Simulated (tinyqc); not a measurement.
Inside a calculation: BHZ model on a square lattice (one spin block). Values are carried at full precision from step to step, so a last printed digit may differ when a step is redone from the rounded ones.

h(k) = e0 + d.s with s the Pauli matrices in the basis (E, H), k in units of 1/a: dx = (A/a) sin kx, dy = (A/a) sin ky, dz = M - (2B/a^2)(2 - cos kx - cos ky), e0 = -(2D/a^2)(2 - cos kx - cos ky). The other spin block is h*(-k). For small k this is the continuum model with dz = M - B k^2.

Parameters, chosen for this exercise (of the size used for HgTe wells; not measured data):
```
symbol  value         unit           meaning
A       3.3           eV angstrom
B       -75           eV angstrom^2
D       -51.6         eV angstrom^2
M       -0.0273       eV             mass term
a       50            angstrom       grid spacing
k       (-0.5, 0.37)  1/a            wave vector
nk      24                           points along kx
```

## One k point

Form e0, d and E = e0 -/+ |d|.

e0 = 7.847 meV

dx, dy, dz (meV): -31.642  23.867  -15.895

levels (meV): -34.855  50.549

## Signs of dz at the four invariant points

dz = M, M - 4B/a^2 (twice), M - 8B/a^2 at (0,0), (pi,0), (0,pi), (pi,pi). The product of the signs is (-1)^nu. C = (s00 - s0p - sp0 + spp)/2 is the Chern number of the lower band of this block, in the sense Omega = curl of i<u|grad u>.

dz (meV): (0,0) -27.30, (pi,0) 92.70, (0,pi) 92.70, (pi,pi) 212.70

nu (Z2 index) = 1
C = -1

M/B > 0: the bands are inverted at Gamma alone, a quantum spin Hall insulator.

## Wilson loop

For each ky: x = -(1/2 pi) arg of the product of <u_j|u_(j+1)> over nk points kx = 2 pi j/nk of the lower band, folded into (-1/2, 1/2]. x is the centre of the hybrid Wannier function; minus its winding over ky from -pi to pi (followed on 61 points) is C.

Centres:
```
ky,x (a)
-3.142,0.0000
-1.500,0.0524
-0.700,0.1568
-0.350,0.2829
-0.150,0.3977
0.000,0.5000
0.150,-0.3977
0.350,-0.2829
0.700,-0.1568
1.500,-0.0524
3.142,0.0000
```

C from the winding = -1

The centre winds once across the cell, 43 % of the way within |ky| < 0.35; the other spin winds oppositely, so the pair switches partners.

## Edge state of the continuum model

At a hard wall the state is exp(-l1 y) - exp(-l2 y). At kx = 0: E = -D M/B, slope hbar v = A sqrt(1 - D^2/B^2), l = F -/+ sqrt(F^2 - M/B) with F = |A|/(2 sqrt(B^2 - D^2)); complex l means an oscillating tail. Penetration 1/Re(l1).

E at kx = 0 = 18.782 meV
hbar v = 2.3948 eV angstrom

l1, l2 (1/angstrom): 0.00676  0.05387

penetration = 148.0 angstrom

## Checks

- Chern number from the winding against the sign formula: both -1.0.

Program tinyqc; command `OMP_NUM_THREADS=1 python tinyqc.py 1452540 1452541 out.jsonl`; about 0.1 s on one thread of a shared Intel(R) Xeon(R) Processor @ 2.30GHz.
